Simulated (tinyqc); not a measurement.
# Worked calculation: CMOS inverter, nodal equation and switching

Program tinyqc, `OMP_NUM_THREADS=1 python tinyqc.py 2340157 2340158 out.jsonl`; Intel Xeon 2.30GHz, shared host, one thread, about 0.06 s. Printed values are rounded.

An n-channel pull-down (bn, VTn) and a p-channel pull-up (bp, VTp) share the input Vin and the output node Vout, which carries the load C. Transistor (EKV form, voltages against the body): I = 2 n b Vt^2 [F(vp - Vs) - F(vp - Vd)] from drain to source, F(v) = ln^2(1 + exp(v/(2 Vt))), vp = (Vg - VT + sg |Vd - Vs|)/n. n-channel bodies are at 0; for the p-channel device all voltages are counted down from Vdd. b in uA/V^2 gives I in uA. Static: In = Ip. Transient: C dVout/dt = Ip - In. No velocity saturation, no gate capacitance beyond C.

Values chosen for this exercise: temperature T = 300 K; supply voltage Vdd = 0.7 V; slope factor n = 1.18; drain-induced barrier lowering sg = 0.083; n-channel threshold VTn = 0.44 V; p-channel threshold (magnitude) VTp = 0.26 V; gain factor of the pull-down transistor bn = 400 uA/V^2; gain factor of the pull-up transistor bp = 520 uA/V^2; load capacitance C = 0.36 fF; input voltage Vin = 0.35 V; time step dt = 2 ps.

Constants: q = 1.602176634e-19 C, kB = 1.380649e-23 J/K, Vt = kB T/q. Results are converted to the units shown.

## Iteration 1: output voltage by Newton steps

Vout at the start = 0.35 V

f = In - Ip at (Vin, Vout); G = df/dVout by a central difference with +/- 1e-6 V; Vout(new) = Vout - f/G.

In = 0.0620178 uA
Ip = 3.56252 uA
G = 4.21902 uS
Vout after iteration 1 = 1.17970 V

This step lands outside the rails.

## Iteration 2: output voltage by Newton steps

As before.

In = 0.364517 uA
Ip = -102.576 uA
G = 383.521 uS
Vout after iteration 2 = 0.911288 V

The value that enters this step is an overshoot, farther from the solution than the start was, so its intermediate quantities are not physical.

## Course of the iteration: output voltage by Newton steps

Stop when Vout changes by less than 1e-9 V, or after 30 iterations.

Course of the iteration:
```
iteration  Vout (V)  |change| (V)
1           1.17970         0.830
2          0.911288         0.268
3          0.781627         0.130
4          0.722354        0.0593
5          0.700566        0.0218
6          0.696900       3.67e-3
7          0.696816       8.40e-5
8          0.696816       4.00e-8
9          0.696816       < 1e-13
```

Converged in 9 iterations. At the end the number of correct digits about doubles with each step. On the way 4 iterate(s) lie more than 5 mV outside the rails, the first at 1.18 V, before the steps return.

## Transfer curve

Vin, point 0 to 10 (V): 0  0.07  0.14  0.21  0.28  0.35  0.42  0.49  0.56  0.63  0.7

For each Vin solve In = Ip; gain = dVout/dVin.

```
point  Vout (V)  supply current (uA)     gain
0      0.700000            2.3022e-6   0.0000
1      0.700000            2.2748e-5   0.0000
2      0.699999            2.2281e-4  -0.0001
3      0.699982            0.0021249  -0.0007
4      0.699764             0.018751  -0.0087
5      0.696816              0.13577  -0.1202
6      0.628548              0.61977  -5.1288
7      0.027713              0.45132  -1.2855
8      0.001754             0.078173  -0.0654
9      0.000132            0.0097318  -0.0048
10     0.000010            0.0010565  -0.0004
```

The switching point Vin = Vout lies at 0.4388 V, with a gain of -12.0. The current peaks at 0.620 uA among the points, against 2.3e-6 and 0.0011 uA of leakage at the ends.

## Switching point and noise margins

VM solves In = Ip with Vin = Vout. VIL and VIH are the inputs at which the gain is -1; NML = VIL - Vout(VIH), NMH = Vout(VIL) - VIH.

VM = 0.43885 V
gain at VM = -12.034
VIL = 0.39858 V
VIH = 0.49448 V
NML = 0.37595 V
NMH = 0.18334 V

VM lies 89 mV above Vdd/2, and the low margin is the larger one. With both transistors saturated the size of the gain tends to 1/sg = 12.0; here it is 0.12 % below that.

## Step 1: one time step of the falling output

Vout at t = 0 = 0.7 V

The input steps to Vdd at t = 0; I = In - Ip. Implicit Euler: V(new) = V - (dt/C) I(V(new)), solved for V(new); 1 ps uA/fF = 1 mV.

I(V) = 17.1862 uA
I(V(new)) = 16.3847 uA
Vout after step 1 = 0.608974 V

## Step 2: one time step of the falling output

As before.

I(V) = 16.3847 uA
I(V(new)) = 15.6382 uA
Vout after step 2 = 0.522095 V

## Delays and energy

For a step input the delay to Vdd/2 is tHL = C times the integral of dV/(In - Ip) from Vdd/2 to Vdd at Vin = Vdd, and tLH likewise with Ip - In from 0 to Vdd/2 at Vin = 0. Energy drawn for one full cycle of the output: C Vdd^2. Leakage power: Vdd times the mean of the supply currents at Vin = 0 and Vdd.

tHL = 8.06290 ps
tLH = 2.45545 ps
energy = 0.1764 fJ
leakage power = 0.370586 nW

Time steps as above cross Vdd/2 at 8.26 ps by linear interpolation, 2.4 % above tHL. tLH/tHL = 0.305, with bn/bp = 0.769.
